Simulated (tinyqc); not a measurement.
What each parameter does: band offset of a heterojunction with an interface dipole (two-band chains, self-consistent charge).

Sites alternate A, C. Left: A at -G1/2, C at +G1/2, hopping -t1; right: A at D - G2/2, C at D + G2/2, hopping -t2; the bonds across the two interfaces of a ring (C left to A right, C right to A left) have -sqrt(t1 t2). D is the offset of the mid-gaps, so Ev(right) - Ev(left) = D - (G2 - G1)/2 and Ec(right) - Ec(left) = D + (G2 - G1)/2. The closing bond has its sign reversed (antiperiodic ring). Half the levels are filled with two electrons each. The charge moved is q = (electrons on the left) less one a site; the mean over the two interfaces, q/2, is taken as the charge that crosses each, and its dipole opposes the offset: D = D0 - u q/2.

From here on the ring has 24 cells a side.

Parameters, chosen for this exercise (gaps near those of SiC and SiO2; the chains and D0 are free models, so the offsets are not those of the real pair; not measured data):

| symbol | value | unit | meaning |
|---|---|---|---|
| G1 | 3.19 | eV | gap on the left |
| G2 | 8.66 | eV | gap on the right |
| t1 | 1.72 | eV | hopping on the left |
| t2 | 2.53 | eV | hopping on the right |
| D0 | -1.26 | eV | mid-gap of the right side above that of the left, without dipole |
| u | 7.8 | eV | potential step per electron moved across |

Self-consistent D by bisection, q there, and the two offsets.

Results for these values:

| case | D (eV) | q | valence offset (eV) | conduction offset (eV) |
|---|---|---|---|---|
| base | -1.0166 | -0.0624 | -3.7516 | 1.7184 |

What happens to each result for G1 = 3.668 eV, all else kept?

Answer: D falls from -1.0166 to -1.0288; q rises from -0.0624 to -0.0593; valence offset rises from -3.7516 to -3.5248; conduction offset falls from 1.7184 to 1.4672.

The same for each parameter in turn:

| case | D (eV) | q | valence offset (eV) | conduction offset (eV) |
|---|---|---|---|---|
| base | -1.0166 | -0.0624 | -3.7516 | 1.7184 |
| G1 = 3.668 eV | -1.0288 | -0.0593 | -3.5248 | 1.4672 |
| G2 = 9.959 eV | -1.0529 | -0.0531 | -4.4374 | 2.3316 |
| t1 = 1.978 eV | -1.0072 | -0.0648 | -3.7422 | 1.7278 |
| t2 = 2.909 eV | -1.0075 | -0.0648 | -3.7425 | 1.7275 |
| D0 = -1.449 eV | -1.1673 | -0.0722 | -3.9023 | 1.5677 |
| u = 8.97 eV | -0.9883 | -0.0606 | -3.7233 | 1.7467 |

(tinyqc, `OMP_NUM_THREADS=1 python tinyqc.py 1452518 1452519 out.jsonl`, Intel(R) Xeon(R) Processor @ 2.30GHz, 1 thread, shared host, about 0.4 s.)
